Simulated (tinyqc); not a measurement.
Signal and retention of a DRAM cell: two steps of the calculation.

A stored one starts at Vd and leaks: Cs dV/dt = -I(V), I = a sqrt((V + Vb)/(Vd + Vb)) + b, with a = Ig exp[-(Eg1 q/kB)(1/T - 1/T0)] (generation in a depletion layer) and b = Is exp[-(Es q/kB)(1/T - 1/T0)]. The bit line is precharged to Vd/2, and charge sharing gives the signal (V - Vd/2) Cs/(Cs + Cb).

Values chosen for this exercise:
- Vd = 1.2 V (array voltage)
- Cs = 9 fF (cell capacitance)
- Cb = 25 fF (bit-line capacitance)
- dm = 59 mV (smallest signal that the sense amplifier resolves)
- Vb = 1.61 V (built-in plus back-bias voltage of the storage junction)
- Ig = 5.7 fA (junction leakage at V = Vd and T0)
- Is = 0.07 fA (voltage-independent leakage at T0)
- Es = 0.38 eV (activation energy of Is)
- T0 = 358 K (reference temperature)
- T = 358 K (temperature)
- Eg1 = 0.59 eV (activation energy of Ig)

Constants: q = 1.602176634e-19 C, kB = 1.380649e-23 J/K. Results are converted to the units shown.

Question 1. Signal and margin. The cell fails below Vc = Vd/2 + dm (Cs + Cb)/Cs.

Give: transfer ratio; signal of a fresh one; Vc; charge that may be lost; the same in electrons.

Answer 1.

transfer ratio = 0.26471
signal of a fresh one = 158.82 mV
Vc = 0.82289 V
charge that may be lost = 3.3940 fC
the same in electrons = 21184

Question 2. Retention time. With s = sqrt((Vc + Vb)/(Vd + Vb)), the time from Vd to Vc is t = [2 Cs (Vd + Vb)/a] [1 - s - (b/a) ln((a + b)/(a s + b))].

Vc = 0.82288889 V

Give: a; b; retention time; estimate with the current held at a + b.

Answer 2.

a = 5.7000 fA
b = 0.070000 fA
retention time = 0.60913 s
estimate with the current held at a + b = 0.58821 s

Range of the model: Real arrays also hold a tail of unusually leaky cells and cells whose retention varies in time, which this model lacks.

tinyqc, about 0.01 s, one thread, Intel Xeon 2.30GHz (shared host): `OMP_NUM_THREADS=1 python tinyqc.py 2130142 2130143 out.jsonl`
